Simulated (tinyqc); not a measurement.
Worked calculation: coherent transport through a tight-binding region between two chains. One step of it, computed by the program tinyqc.

Problem. Transmission at E = -0.6 eV. Surface Green function g = (E - i sqrt(4 t^2 - E^2)) / (2 t^2); self-energy tc^2 g on each contact site; G = (E - H - Sigma)^(-1); Gamma = -2 Im Sigma; T = Gamma_L Gamma_R |G_LR|^2; local density of states -Im G_ii / pi.

H of the central region (eV), lower triangle:
```
           1          2          3          4          5         6
1   0.000000
2  -1.120000   0.000000
3   0.000000  -0.750000   0.000000
4   0.000000   0.000000  -1.660000   0.000000
5   0.000000   0.000000   0.000000  -0.750000   0.000000
6   0.000000   0.000000   0.000000   0.000000  -0.360000  0.000000
```

Leads: semi-infinite chains with site energy 0:

| parameter | value |
|---|---|
| lead hopping t (eV) | 1.940000 |
| coupling to the left lead (eV) | 0.550000 |
| coupling to the right lead (eV) | 0.550000 |
| left contact site | 1 |
| right contact site | 6 |

E = -0.600000 eV

Give: g; G; local density of states; transmission.

Solution.

g = -0.080-0.509i 1/eV

G (1/eV), lower triangle:
```
               1              2              3             4
1   0.454-0.070i
2   1.117-0.098i   0.561-0.204i
3   0.216+0.026i   0.114-0.016i  -0.230-0.052i
4  -0.427+0.054i  -0.212+0.086i   0.467-0.011i  0.265-0.043i
5  -0.818-0.014i  -0.423+0.105i   0.884+0.106i  0.510-0.009i
6  -0.475-0.136i  -0.263-0.005i   0.499+0.199i  0.299+0.074i

               5              6
5  -1.548-0.241i
6  -0.865-0.382i  -2.066-0.791i
```

local density of states (1/eV): 0.022  0.065  0.016  0.014  0.077  0.252

transmission = 0.023
